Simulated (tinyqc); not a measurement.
Worked calculation: MP2 on RHF in the 3-21g basis, for H2, spin multiplicity 1. One step of it, computed by the program tinyqc.

Question. Iteration 9 (converged): orbitals. Diagonalise F' = X^T F X, C = X C', fill 1 alpha and 1 beta electrons from the bottom; D = 2 C_occ C_occ^T. Each column has its largest component positive (the first on a tie).

converged F (hartree), order 1H 1s, 1H 2s, 2H 1s, 2H 2s:
$$\begin{pmatrix}
0.073113 & -0.515939 & -0.547308 & -0.528225 \\
-0.515939 & -0.357011 & -0.528225 & -0.400964 \\
-0.547308 & -0.528225 & 0.073113 & -0.515939 \\
-0.528225 & -0.400964 & -0.515939 & -0.357011
\end{pmatrix}$$

X, order 1H 1s, 1H 2s, 2H 1s, 2H 2s:
$$\begin{pmatrix}
-0.695964 & 0.783666 & 0.847386 & 0.270821 \\
2.091243 & -0.652102 & 0.282009 & 0.325460 \\
0.695964 & 0.783666 & -0.847386 & 0.270821 \\
-2.091243 & -0.652102 & -0.282009 & 0.325460
\end{pmatrix}$$

Give: F' = X^T F X; orbital energies; coefficients C; D after iteration 9.

Answer.

F' = X^T F X (hartree):
$$\begin{pmatrix}
0.9139 & 0.0000 & -0.6412 & 0.0000 \\
0.0000 & 0.9073 & 0.0000 & -0.0434 \\
-0.6412 & 0.0000 & 0.9097 & 0.0000 \\
0.0000 & -0.0434 & 0.0000 & -0.5983
\end{pmatrix}$$

orbital energies (hartree): MO1 -0.5995, MO2 0.2706, MO3 0.9086, MO4 1.5531

coefficients C, order 1H 1s, 1H 2s, 2H 1s, 2H 2s:
$$\begin{pmatrix}
0.2933 & 0.1089 & 0.7756 & -1.0911 \\
0.3066 & 1.6761 & -0.6612 & 1.2821 \\
0.2933 & -0.1089 & 0.7756 & 1.0911 \\
0.3066 & -1.6761 & -0.6612 & -1.2821
\end{pmatrix}$$

D after iteration 9, order 1H 1s, 1H 2s, 2H 1s, 2H 2s:
$$\begin{pmatrix}
0.1720 & 0.1798 & 0.1720 & 0.1798 \\
0.1798 & 0.1880 & 0.1798 & 0.1880 \\
0.1720 & 0.1798 & 0.1720 & 0.1798 \\
0.1798 & 0.1880 & 0.1798 & 0.1880
\end{pmatrix}$$
